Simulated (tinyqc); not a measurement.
Interface traps from C-V curves, high-low and Terman methods: subthreshold swing with traps.

MOS capacitor on an n-type substrate; psi is the band bending, negative in depletion; only majority carriers are counted. At the bending psi the Fermi level lies y = xi - psi below the conduction edge at the surface, xi = Vt ln(Nc/Nd). Dit(y) = D0 + D1 exp(-y/E1); traps fill up to the Fermi level, follow the bias and a slow signal, and do not follow a fast one. V is the gate voltage from flat band.

Cox = 3.9 eps0/EOT, LD = sqrt(eps0 eps_r Vt/(q Nd)), u = psi/Vt, Cd = (eps0 eps_r/(sqrt(2) LD)) |exp(u) - 1|/sqrt(exp(u) - u - 1). At psi = -0.131 V the swing of a transistor with this gate would be S = Vt ln 10 (1 + (Cd + q Dit)/Cox), Dit as above.

Inputs (values chosen for the exercise); band and dielectric values those of a made-up semiconductor: temperature T = 200 K; relative permittivity eps_r = 13; conduction-band density of states at T Nc = 1.44e17 cm^-3; donor density Nd = 1.4e16 cm^-3; equivalent oxide thickness EOT = 2 nm; band-tail density at the conduction edge D1 = 7.6e12 cm^-2 eV^-1; decay energy of the tail E1 = 0.18 eV.

Constants: q = 1.602176634e-19 C, kB = 1.380649e-23 J/K, Vt = kB T/q, eps0 = 8.8541878128e-14 F/cm where lengths are in cm. Results are converted to the units shown.

Results:

| D0 (cm^-2 eV^-1) | Dit (cm^-2 eV^-1) | q Dit/Cox | S (mV/decade) |
|---|---|---|---|
| 8.5e9 | 2.945e12 | 0.2733 | 52.98 |
| 2.5e10 | 2.961e12 | 0.2748 | 53.04 |
| 7.3e10 | 3.009e12 | 0.2793 | 53.21 |
| 2.1e11 | 3.146e12 | 0.2920 | 53.72 |
| 6.2e11 | 3.556e12 | 0.3300 | 55.23 |
| 5.3e12 | 8.236e12 | 0.7643 | 72.46 |
| 1.5e13 | 1.794e13 | 1.664 | 108.2 |

Estimate the missing row, D0 = 1.8e12 cm^-2 eV^-1.

Computed row:

| D0 (cm^-2 eV^-1) | Dit (cm^-2 eV^-1) | q Dit/Cox | S (mV/decade) |
|---|---|---|---|
| 1.8e12 | 4.736e12 | 0.4395 | 59.57 |

With this row back in the table: S rises from 53.0 to 108 mV/decade; without traps it is 42.1. The traps add 10 mV/decade at Dit = 2.72e12 cm^-2 eV^-1 and equal Cox at 1.08e13.

Range of the model: In a narrow-gap semiconductor minority carriers respond as well once the bending nears the inversion point; they are left out.

Numbers from tinyqc (`OMP_NUM_THREADS=1 python tinyqc.py 2030080 2030081 out.jsonl`; about 0.01 s on one thread of a shared Intel Xeon 2.30GHz).
